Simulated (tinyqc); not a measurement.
What each parameter does: five-level k.p model folded onto the conduction band.

Second-order sums for the lowest conduction level at E: 1/m = 1 + Cm + (Ep/3)(2/E + 1/(E + Dso)) - (Ep2/3)(2/(E7 + D2 - E) + 1/(E7 - E)); g/2 = 1 + Cg - (Ep/3)(1/E - 1/(E + Dso)) - (Ep2/3)(1/(E7 - E) - 1/(E7 + D2 - E)). E is counted from the top of the valence band; E = Eg at the edge.

Values chosen for the exercise (near those of CdTe; the results hold for these values, not for the real material): Eg = 1.604 eV (gap at Gamma to the s-like level); Dso = 0.87 eV (spin-orbit splitting); Ep = 18.6 eV (Kane energy); E7 = 5.23 eV (upper Gamma7 conduction level, from the valence top); D2 = 0.31 eV (its spin-orbit splitting, Gamma8 above Gamma7); Ep2 = 1.1 eV (Kane energy to the upper levels); Cm = -0.8 (remote term in 1/m); Cg = -0.02 (remote term in g/2).

Mass and g at E = Eg.

One parameter was then changed.

Results before and after:

| case | m (m0) | g |
|---|---|---|
| base | 0.09853 | -0.7745 |
| changed | 0.09819 | -0.7708 |

Which of these changes was made? (a) Dso = 0.783 eV; (b) Ep = 16.74 eV; (c) D2 = 0.341 eV; (d) Eg = 1.764 eV; (e) E7 = 5.753 eV; (f) Ep2 = 1.21 eV.

Answer: (e) E7 = 5.753 eV. Of the candidates, run in turn, only this one gives the changed row.

All candidates:

| case | m (m0) | g |
|---|---|---|
| base | 0.09853 | -0.7745 |
| Eg = 1.764 eV | 0.10772 | -0.3792 |
| Dso = 0.783 eV | 0.09765 | -0.5918 |
| Ep = 16.74 eV | 0.10958 | -0.5026 |
| E7 = 5.753 eV | 0.09819 | -0.7708 |
| D2 = 0.341 eV | 0.09851 | -0.7759 |
| Ep2 = 1.21 eV | 0.09881 | -0.7761 |

(tinyqc, `OMP_NUM_THREADS=1 python tinyqc.py 1081594 1081595 out.jsonl`, Intel(R) Xeon(R) Processor @ 2.30GHz, 1 thread, shared host, about 0.01 s.)
